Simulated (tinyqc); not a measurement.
# Worked calculation: bandgap voltage reference from two bipolar transistors

Program tinyqc, `OMP_NUM_THREADS=1 python tinyqc.py 2062137 2062138 out.jsonl`; Intel Xeon 2.30GHz, shared host, one thread, about 0.03 s. Printed values are rounded.

Two transistors of area 1 and N carry the same current I. Is(T) = Is (T/T0)^eta exp[(Vg0 q/kB)(1/T0 - 1/T)], VBE1 = Vt ln(I/Is(T)) + I rb, VBE2 = Vt ln(I/(N Is(T))) + I rb/N. The amplifier forces I R1(T) = VBE1 - VBE2 + Vos, with R(T) = R (1 + tc (T - T0)) for both resistors, and the output is Vref = VBE1 + I R2(T). Base currents and the Early effect are neglected.

Values chosen for this exercise; values of the order met in silicon bipolar transistors:

| symbol | value | unit | meaning |
|---|---|---|---|
| T0 | 300 | K | reference temperature |
| Vg0 | 1.209 | V | band-gap voltage extrapolated to 0 K |
| eta | 3.1 |  | temperature exponent of the saturation current |
| Is | 3e-16 | A | saturation current of the unit transistor at T0 |
| N | 8 |  | area ratio of the second transistor |
| R1 | 2.8 | kohm | resistor across which the difference of VBE falls, at T0 |
| tc | 0 | ppm/K | temperature coefficient of both resistors |
| Vos | 0 | mV | offset of the amplifier |
| rb | 0 | ohm | series resistance of the unit transistor |
| R2 | 30.68 | kohm | output resistor at T0 |
| T | 333 | K | temperature |

Constants: q = 1.602176634e-19 C, kB = 1.380649e-23 J/K. Results are converted to the units shown.

## Operating point at the reference temperature

Vt = kB T/q; I = (Vt ln N + Vos)/(R1(T) - rb (1 - 1/N)). Evaluate at T = T0.

Vt = 0.0258520 V
I = 19.1992 uA
Is(T) = 3e-16 A
VBE1 = 0.643252 V
I R2 = 0.589031 V
Vref = 1.23228 V

## Operating point at another temperature

Vt = kB T/q; I = (Vt ln N + Vos)/(R1(T) - rb (1 - 1/N)).

Vt = 0.0286957 V
I = 21.3111 uA
Is(T) = 4.26929e-14 A
VBE1 = 0.574731 V
I R2 = 0.653824 V
Vref = 1.22856 V

From T0 to T, VBE1 changes by -68.5 mV and I R2 by 64.8 mV, which leaves -3.73 mV in Vref.

## Resistor for zero slope at T0, ideal case

With tc = 0, Vos = 0 and rb = 0 the current is proportional to T, dVBE/dT = (VBE - Vg0 - (eta - 1) Vt)/T, and Vref has zero slope at T0 when Vref = Vg0 + (eta - 1) Vt0. Find VBE1, its slope, that Vref, R2/R1 and the curvature d2Vref/dT2 = -(eta - 1) kB/(q T0).

VBE1 = 0.643252 V
dVBE/dT = -2.06679 mV/K
Vref = 1.26329 V
R2/R1 = 11.5339
curvature = -0.603213 uV/K^2
